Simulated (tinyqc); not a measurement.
Approximations against the iterative solution: electron mobility of a polar semiconductor by Rode's iterative solution of the Boltzmann equation. Computed by tinyqc, a small Python program. Command: `OMP_NUM_THREADS=1 python tinyqc.py 3021894 3021895 out.jsonl rode walk`. One thread of a shared host (Intel(R) Xeon(R) Processor @ 2.30GHz), about 0.01 s of CPU time with the checks.

The distribution is f(E) + e F l(E) (-df/dE) cos(theta) for a weak field F, theta counted from the force; l(E) is a mean free path. Elastic processes enter by their momentum rate, polar optical phonons by out- and in-scattering terms. One valley only: where upper valleys lie close, measured mobilities are lower. The density n is prescribed, even where a narrow-gap material would have more intrinsic carriers.

Inputs (values chosen for the exercise, for a model polar semiconductor): effective mass m = 0.47 m_0; static permittivity eps_s = 10.1; high-frequency permittivity eps_inf = 6.01; density rho = 5310 kg/m^3; sound velocity v_l = 5010 m/s; acoustic deformation potential D_A = 8.1 eV; optical phonon energy hbar w = 23 meV; electron density n = 6.1e+14 1/cm^3; compensation ratio C = 0; temperature T = 150 K; grid points per phonon energy s = 6; iteration cap = 200.

Band: parabolic. Elastic processes: acoustic, impurity.

Constants: k_B = 8.617333262e-05 eV/K; m_0 = 9.1093837015e-31 kg; e = 1.602176634e-19 C; hbar = 1.054571817e-34 J s; eps_0 = 8.8541878128e-12 F/m; k_B = 1.380649e-23 J/K; hbar = 6.582119569e-16 eV s.

Method:
- Parabolic band: E = hbar^2 k^2/(2 m), speed v = hbar k/m, states per spin, volume and energy g(E) = m k/(2 pi^2 hbar^2). Masses are multiplied by m_0 and all formulas are in SI units.
- The reduced Fermi level eta = E_F/(k_B T) solves n = 2 Z int g f dE with f = 1/(1 + exp(x - eta)) (Z = 1 unless valleys are given); screening length L_s = sqrt(eps_s eps_0 k_B T/(e^2 dn/deta)), dn/deta = 2 Z int g f (1 - f) dE.
- Integrals over x = E/(k_B T) use 160 Gauss-Legendre points in u = sqrt(x) from 0 to sqrt(max(eta, 0) + 32).
- N_I = n (1 + C)/(1 - C).
- Phonon occupation N_q = 1/(exp(hbar w/(k_B T)) - 1).
- Acoustic deformation potential (elastic, equipartition, absorption and emission together): 1/tau = 2 pi k_B T D_A^2 g(E)/(hbar rho v_l^2).
- Singly charged impurities, momentum relaxation: 1/tau = N_I e^4 m (1 + 2 alpha E) Phi/(8 pi (eps_s eps_0)^2 hbar^3 k^3), with alpha = 0 for a parabolic band.
- Brooks-Herring: Phi = ln(1 + b) - b/(1 + b), b = 4 k^2 L_s^2.
- Polar optical, unscreened: W = e^2 w (1/eps_inf - 1/eps_s) m (1 + 2 alpha E') ln|(k + k')/(k - k')| / (4 pi eps_0 hbar^2 k), times N_q for absorption (E' = E + hbar w) and N_q + 1 for emission (E' = E - hbar w > 0), with alpha = 0 for a parabolic band; mean cosine of the angle <cos> = (k^2 + k'^2)/(2 k k') - 1/ln|(k + k')/(k - k')|.
- Energy grid E_j = (j + 1/2) hbar w/s, j = 0, 1, ..., up to (max(eta, 0) + 18) k_B T, so that E_j +/- hbar w are grid points; l = 0 beyond the grid; integrals are sums times the spacing.
- With f' = f(E'): out-scattering S_o = sum over absorption and emission of W (1 - f')/(1 - f); nu = sum of elastic rates; the in-scattering weights are c+ = W_abs <cos> (1 - f')/(1 - f) for E' = E + hbar w and c- likewise for emission.
- Iteration: l_new(E) = [v(E) + c+ l(E + hbar w) + c- l(E - hbar w)]/(nu + S_o), from l = 0.
- mu = e sum g v l f (1 - f) / (3 k_B T sum g f) over the grid; stop when mu changes by less than 1e-8 of itself.
- Self-energy RTA: l = v/(nu + S_o), the first iteration. Momentum RTA: l = v/(nu + S_o - c+ v(E + hbar w)/v - c- v(E - hbar w)/v), listed only where the denominator is positive on the whole grid. The polar-only value solves the same system with nu = 0; the elastic value takes l = v/nu.

reduced Fermi level eta = -8.45236

ionised impurity density N_I = 6.10e+14 1/cm^3

screening length L_s = 108.759 nm

mobility mu = 194.551 cm^2/(V s)

Mobilities:
```
method                              mu (cm^2/(V s))  deviation (%)
iterative solution                            194.6           0.00
self-energy RTA                               125.3         -35.58
momentum RTA                                  297.1          52.69
polar phonons alone, exact                    216.5          11.29
elastic processes alone                      2118.4         988.87
Matthiessen's rule on the last two            196.4           0.97
```

self-energy RTA mobility = 125.33 cm^2/(V s)

polar-phonon mobility = 216.51 cm^2/(V s)

elastic mobility = 2118.4 cm^2/(V s)

error of the self-energy RTA = -35.582 %

The self-energy RTA is 35.6 % low: it counts every polar event as a full loss of current, though forward events keep part of it. Here hbar w/k_B T = 1.78. Matthiessen's rule is 1.0 % high. The momentum RTA deviates by +52.7 %.
